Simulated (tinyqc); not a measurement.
Critical temperature from a phonon spectrum: McMillan, Allen-Dynes and the linearised Eliashberg equation: one step, computed by the program tinyqc.

alpha^2 F(omega) = sum_i (lambda_i omega_i/2) delta(omega - omega_i), so that lambda = 2 int alpha^2 F/omega d omega = sum_i lambda_i.

Question. Isotope exponent. T_c ~ M^(-a). All omega_i scale as M^(-1/2) at fixed lambda, but mu* = mu/(1 + mu ln(E_F/omega)) changes: d mu*/d ln omega = mu*^2. In the McMillan form a = (1/2) [1 - 1.04 (1 + lambda)(1 + 0.62 lambda) mu*^2/(lambda - mu* (1 + 0.62 lambda))^2].

Inputs (values chosen for the exercise, for a model metal): Coulomb pseudopotential mu* = 0.12.

Peaks in alpha^2 F: two.

lambda = 1.11

Give: isotope exponent a.

Answer.

isotope exponent a = 0.4676

The Coulomb term lowers the exponent below 1/2: lighter ions raise the prefactor but also mu*.
